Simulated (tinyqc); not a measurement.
Inside a calculation. Model: sheet resistance and Hall data of a diffused or implanted layer. Computed by tinyqc, a small Python program that keeps every step. Command: `OMP_NUM_THREADS=1 python tinyqc.py 3007240 3007241 out.jsonl layer walk`. One thread of a shared host (Intel(R) Xeon(R) Processor @ 2.30GHz), about 0.01 s of CPU time with the checks. Intermediate numbers are printed to about 6 digits and carried at full precision; extremes and crossings named in words are read from the listed rows.

Carriers are taken equal to the net active doping down to the junction (full ionisation, which deep dopants in wide-gap hosts do not reach; no spill-over, no depletion), and the Hall factor is 1.

Inputs (values chosen for the exercise, modelled on arsenic in silicon): mu_min = 52.7 cm^2/(V s); mu_max = 1400 cm^2/(V s); N_ref = 1e+17 1/cm^3; exponent alpha = 0.66; peak concentration N_0 = 9.2e+17 1/cm^3; length scale l = 1300 nm; background doping N_B (opposite type) = 1.4e+16 1/cm^3; probe current I = 0.1 mA; magnetic field B = 0.3 T.

Profile: box. Activation: complete.

Constants: e = 1.602176634e-19 C.

## Dose and junction depth

N(x) = N_0 down to x_j = l, dose N_0 l.

dose = 1.19600e+14 1/cm^2

junction depth x_j = 1300 nm

## Sheet values

Mobility mu = mu_min + (mu_max - mu_min)/(1 + (N_t/N_ref)^alpha), N_t = active doping + N_B; carriers n = active doping - N_B, all dopants active. Integrals from x_0 (0 unless stated) to x_j by the midpoint rule on 400 even intervals: 1/R_s = e int n mu dx; sheet density n_s = int n dx; Hall sheet density (int n mu dx)^2/int n mu^2 dx; Hall mobility int n mu^2 dx/int n mu dx. Mean conductivity 1/(R_s x_j); mean mobility 1/(e n_s R_s).

sheet resistance R_s = 174.538 ohm

sheet density n_s = 1.17780e+14 1/cm^2

mean mobility = 303.619 cm^2/(V s)

Hall sheet density = 1.17780e+14 1/cm^2

Hall mobility = 303.619 cm^2/(V s)

mean conductivity 1/(R_s x_j) = 44.0724 S/cm

Carriers amount to 98.5 % of the dose. A Hall measurement reports 100.0 % of n_s, exactly n_s for a uniform layer.

## What the probes read

Collinear four-point probe on a large thin layer: V = I R_s ln(2)/pi. Van der Pauw on a symmetric sample: R = R_s ln(2)/pi as well. Hall voltage V_H = I B/(e x Hall sheet density); tangent of the Hall angle V_H/(I R_s).

four-point voltage = 3.85093 mV

Hall voltage = 0.158979 mV

tangent of the Hall angle = 0.00910856

## Shortcuts against the integral

Shortcuts: R_s = 1/(e Q mu) with the dose Q and the mobility at the (active) peak concentration; 1/(e n_s mu) with mu at N_t = n_s/x_j + N_B; 1/(e Q mu_max).

Sheet resistances:
```
method                                   R_s (ohm)  deviation (%)
integral                                   174.538         0.0000
dose, mobility at the peak                 171.882        -1.5217
n_s, mobility at the mean concentration    173.372        -0.6680
dose, mu_max                                37.276       -78.6430
```

The closest shortcut is «n_s, mobility at the mean concentration» (-0.7 %).

Checks made by the program: conductance integral against adaptive quadrature (relative difference below 1e-10).
